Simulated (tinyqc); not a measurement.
# Frequency dispersion of an accumulation capacitance by border traps, distributed model: effects of single changes

Traps spread evenly through the insulator exchange electrons with the semiconductor by tunnelling, with tau(x) = t0 exp(2 ka x) at depth x from the interface. The admittance per area Y seen at depth x obeys dY/dx = -Y^2/(i w eps0 eox) + q Nb ln(1 + i w tau)/tau, with Y(0) = i w Cs and w = 2 pi f; the gate sees Y(tox) = G + i w C. Working variable y = Y/(i w), in uF/cm^2. Cox = eps0 eox/tox.

Inputs (values chosen for the exercise); permittivity close to that of hafnium oxide: relative permittivity of the insulator eox = 18.9; insulator thickness tox = 8.9 nm; semiconductor capacitance in accumulation Cs = 0.78 uF/cm^2; density of border traps Nb = 6.5e18 cm^-3 eV^-1; decay constant of the wave function in the insulator ka = 4.7 1/nm; time constant of a trap at the interface t0 = 2e-11 s; frequency f = 10000 Hz.

Constants: q = 1.602176634e-19 C, eps0 = 8.8541878128e-14 F/cm where lengths are in cm. Results are converted to the units shown.

Each table varies one quantity; the others keep the values above.

## Capacitance and loss against frequency

Cox; trap-free value 1/(1/Cox + 1/Cs); response depth d = ln(1/(w t0))/(2 ka), where w tau = 1; lumped estimate: all traps within d act as C_bt = q Nb d placed at d/2, so C = 1/{1/[1/(1/Cs + d/(2 eps0 eox)) + C_bt] + (tox - d/2)/(eps0 eox)}. C and G from a fine integration; dispersion -d C/d log10 f over C, from f times and over 1.1. For a broad spread of time constants G/w is close to -(pi/2) dC/d ln w.

The same in every row: trap-free C (uF/cm^2) = 0.5513.

Results:
```
f (Hz)  d (nm)  C (uF/cm^2)  G/w (uF/cm^2)  dispersion (% a decade)  -(pi/2) dC/d ln w (uF/cm^2)  lumped C (uF/cm^2)
10       2.180       0.6741       0.009369                    2.037                     0.009367              0.6674
100      1.935       0.6605       0.009260                    2.055                     0.009258              0.6540
1000     1.690       0.6470       0.009160                    2.075                     0.009159              0.6407
10000    1.445       0.6336       0.009069                    2.098                     0.009068              0.6276
1e5      1.200       0.6204       0.008987                    2.123                     0.008986              0.6145
1e7     0.7106       0.5942       0.008846                    2.183                     0.008848              0.5885
```

Estimate the missing row, f = 1e6 Hz.

Computed row:
```
f (Hz)  d (nm)  C (uF/cm^2)  G/w (uF/cm^2)  dispersion (% a decade)  -(pi/2) dC/d ln w (uF/cm^2)  lumped C (uF/cm^2)
1e6     0.9555       0.6073       0.008913                    2.151                     0.008912              0.6014
```

With this row back in the table: C falls from 0.6741 to 0.5942 uF/cm^2, towards the trap-free 0.5513; each decade of frequency removes ln 10/(2 ka) = 0.245 nm from the response depth. The dispersion rises from 2.04 to 2.18 % a decade and G/w falls from 0.00937 to 0.00885 uF/cm^2. G/w stays at 1.00 times -(pi/2) dC/d ln w, the relation for a broad spread of time constants.

## Effect of the density of border traps

Same model as above.

The same in every row: d (nm) = 1.445; trap-free C (uF/cm^2) = 0.5513.

Effect of the density of border traps:
```
Nb (cm^-3 eV^-1)  C (uF/cm^2)  G/w (uF/cm^2)  dispersion (% a decade)  -(pi/2) dC/d ln w (uF/cm^2)  lumped C (uF/cm^2)
1e18                   0.5645       0.001515                   0.3933                     0.001515              0.5636
2e18                   0.5776       0.002983                   0.7572                     0.002983              0.5756
6e18                   0.6276       0.008433                    1.969                     0.008432              0.6220
1e19                   0.6745        0.01327                    2.883                      0.01327              0.6655
3e19                   0.8716        0.03065                    5.150                      0.03062              0.8484
7e19                    1.141        0.04687                    6.006                      0.04675               1.099
2e20                    1.551        0.05527                    5.195                      0.05496               1.483
4e20                    1.783        0.05209                    4.254                      0.05174               1.699
```

As Nb goes from 1e18 to 4e20, C rises from 0.565 to 1.78 uF/cm^2, the dispersion goes from 0.393 through a maximum of 6.01 (at Nb = 7e19 among the rows listed) to 4.25 % a decade and G/w goes from 0.00151 through a maximum of 0.0553 (at Nb = 2e20 among the rows listed) to 0.0521 uF/cm^2. The lumped estimate is 0.17 % below C in the first row and 4.7 % below it in the last. The dispersion goes as Nb^(0.95) between the first two rows and Nb^(-0.29) between the last two: dense traps near the interface screen those behind them.

Computed by the program tinyqc: `OMP_NUM_THREADS=1 python tinyqc.py 2202186 2202187 out.jsonl`, one thread of a shared Intel Xeon 2.30GHz, about 0.5 s for the whole run.
